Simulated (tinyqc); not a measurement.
Tight binding, dimerised chain, step by step. One step of it, computed by the program tinyqc.

Problem. Bloch Hamiltonian at k. H_AA = +delta, H_BB = -delta, H_AB = -t1 - t2 exp(-i k a).

Parameters chosen for this model:

| parameter | value | unit |
|---|---|---|
| t1 | 1.930000 | eV, inside the cell |
| t2 | 1.730000 | eV, between cells |
| delta | 0 | eV, +/- on the two sites |

k point k (2 pi / a): 0.340000

Give: H(k) at k.

Solution.

H(k) at k (eV):
```
                 A                B
A           0.0000  -1.0030+1.4607i
B  -1.0030-1.4607i           0.0000
```
